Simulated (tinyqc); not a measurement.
UHF in the sto-6g basis, for H4, spin multiplicity 3, step by step. This run ends on a higher stationary point, not on the lowest solution. One step of it, computed by the program tinyqc.

Question. Orthogonalisation. S = U s U^T; symmetric (Loewdin) form X = U s^(-1/2) U^T, so that X^T S X = 1.

overlap S, lower triangle:
```
          1H 1s     2H 1s     3H 1s     4H 1s
1H 1s  1.000000
2H 1s  0.249555  1.000000
3H 1s  0.186712  0.074283  1.000000
4H 1s  0.074283  0.186712  0.249555  1.000000
```

Give: eigenvalues of S; X.

Answer.

eigenvalues of S: 0.638  0.863  0.989  1.511

X, lower triangle:
```
        1H 1s   2H 1s   3H 1s  4H 1s
1H 1s   1.037
2H 1s  -0.127   1.037
3H 1s  -0.092  -0.004   1.037
4H 1s  -0.004  -0.092  -0.127  1.037
```
